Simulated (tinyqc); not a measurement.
Pelgrom slope, floor and doping from two device sizes.

Question. s^2 = A^2/(L W) + s0^2, with s0 independent of size and A = (q/Cox) sqrt(Na Wd/3) from random dopants alone, Cox = 3.9 eps0/ti. Find A, s0 and Na.

Values chosen for this exercise: oxide-equivalent thickness in inversion ti = 1.8 nm.

Constants: q = 1.602176634e-19 C, eps0 = 8.8541878128e-14 F/cm where lengths are in cm. Results are converted to the units shown.

s for gate areas 0.011 and 0.099 um^2 (mV): 6.62933958  2.57397538
Wd = 56.7588310 nm

Solution. s^2 is linear in 1/area: slope A^2, intercept s0^2.

A = 0.6796 mV um
s0 = 1.400 mV
Na = 3.500e17 cm^-3

tinyqc, about 0.01 s, one thread, Intel Xeon 2.30GHz (shared host): `OMP_NUM_THREADS=1 python tinyqc.py 2090073 2090074 out.jsonl`
